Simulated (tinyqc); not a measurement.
# A barrier in a uniform field, exact transmission by Airy functions: effects of single changes

The left lead has its band edge at 0, the barrier edge falls as U(x) = U0 - F x with F = V/d for 0 < x < d, and the right lead has its edge at -V. No transverse momentum; C = hbar^2/(2 m0); psi and psi'/m are continuous. M carries (psi, psi'/m) across the barrier.

Values chosen for this exercise; masses and offsets close to those of GaN wells and AlGaN barriers; the mass of the right lead is set freely: mass in the left lead mL = 0.2 m0; barrier edge at x = 0 U0 = 0.61 eV; mass in the barrier m1 = 0.26 m0; electron energy E = 0.335 eV; barrier width d = 6.2 nm; voltage across the barrier V = 0.57 V; mass in the right lead mR = 0.28 m0.

Constants: q = 1.602176634e-19 C, hbar = 1.054571817e-34 J s, m0 = 9.1093837015e-31 kg, hbar^2/(2 m0) = 0.0380998212 eV nm^2. Results are converted to the units shown.

Each table varies one quantity; the others keep the values above.

## Staircase approximation against the exact result

For the pair (psi, psi'/m) a flat layer has M = [[cos kd, (m/k) sin kd], [-(k/m) sin kd, cos kd]] with k = sqrt(m (E - U)/C) above its edge U, and M = [[cosh Kd, (m/K) sinh Kd], [(K/m) sinh Kd, cosh Kd]] with K = sqrt(m (U - E)/C) below it. The sloping barrier is cut into n slices of width d/n, each flat at U(x) of its centre, later slices to the left in the product. With M acting on (psi, psi'/m) and v = k/m in each lead, T(E) = 4 vL vR/[(vL vR M12 - M21)^2 + (vR M11 + vL M22)^2]. The error is against the Airy result: Energy scale e = (C F^2/m1)^(1/3), z(x) = (U(x) - E)/e, s = (dz/dx)/m1 = -F/(e m1); v = k/m in a lead. With a = Ai, a' = Ai', b = Bi, b' = Bi' at z1 (left edge) and z2 (right edge): M11 = pi (a2 b1' - b2 a1'), M12 = (pi/s)(b2 a1 - a2 b1), M21 = pi s (a2' b1' - b2' a1'), M22 = pi (b2' a1 - a2' b1).

Staircase approximation against the exact result:
```
n        T(E)  error (%)
1     0.06413        662
2    0.006209      -26.2
4    0.008167      -2.95
8    0.008443      0.319
16   0.008425      0.112
32   0.008418     0.0296
64   0.008416    7.49e-3
128  0.008416    1.88e-3
```

The exact value is 0.0084158. One slice is off by 660 % and 128 slices by 0.0019 %; the last doubling cuts the error by a factor of 4.0, as expected of a second-order rule. The error stays below 1 % from n = 8 on.

## Exact and WKB transmission against energy

Energy scale e = (C F^2/m1)^(1/3), z(x) = (U(x) - E)/e, s = (dz/dx)/m1 = -F/(e m1); v = k/m in a lead. WKB: exp(-S), S = (4/(3 F)) sqrt(m1/C) [max(U0 - E, 0)^1.5 - max(U0 - F d - E, 0)^1.5].

Exact and WKB transmission against energy:
```
E (eV)  T(E), exact   exp(-S)   ratio
0.03       6.127e-8  5.605e-8   1.093
0.102      9.759e-7  1.103e-6  0.8848
0.173      1.553e-5  1.765e-5  0.8799
0.244      4.286e-4  2.274e-4   1.885
0.315      0.006518  0.002310   2.821
0.386       0.02017   0.01802   1.120
0.458        0.1719    0.1059   1.623
0.529        0.3416    0.4175  0.8183
0.6          0.4877    0.9628  0.5065
0.671        0.8280     1.000  0.8280
```

The exact T(E) rises from 6.13e-8 to 0.828, and the ratio to WKB moves up and down between 0.507 and 2.82. Above U0 = 0.61 eV WKB gives 1, while the exact value is 0.828: reflection over the barrier.

Range of the model: Masses are held fixed, although real bands cease to be parabolic a few tenths of an eV from their edges.

Numbers from tinyqc (`OMP_NUM_THREADS=1 python tinyqc.py 2580023 2580024 out.jsonl`; about 0.01 s on one thread of a shared Intel Xeon 2.30GHz).
